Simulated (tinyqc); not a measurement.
Inverse iteration on a symmetric matrix, step by step. One step of it, computed by the program tinyqc.

Question. Step 2. solve (A - shift) w = v; v' = w/|w| with its largest component positive (the first on a tie); lambda = v'^T A v'.

A, lower triangle:
```
           1          2          3          4         5
1   1.176000
2  -0.087000   1.611000
3   0.147000   0.331000   1.618000
4  -0.151000  -0.213000  -0.070000   1.757000
5   0.025000   0.125000  -0.121000  -0.392000  3.417000
```

vector after step 1: 0.013735  -0.254870  -0.097619  0.947704  0.164866

shift = 1.900000

Give: vector after step 2; Rayleigh quotient after step 2.

Answer.

vector after step 2: 0.0794  0.6551  0.7510  -0.0116  -0.0207

Rayleigh quotient after step 2 = 1.9520
